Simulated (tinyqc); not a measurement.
## Delay unit and parasitic delay from two ring oscillators

Problem. A ring of 21 inverters oscillates at 1/(2 x 21 d), with stage delay d = tau (h + p) for fan-out h. Find tau, p and the delay at fan-out 4.

frequencies of 21-stage ring oscillators with fan-out 2 and 6 (GHz): [1.5165109, 0.61650442]

Answer. d is a straight line in h with slope tau and intercept tau p.

tau = 5.73 ps
p = 0.740
delay at fan-out 4 = 27.2 ps

tinyqc, about 0.01 s, one thread, Intel Xeon 2.30GHz (shared host): `OMP_NUM_THREADS=1 python tinyqc.py 2082127 2082128 out.jsonl`
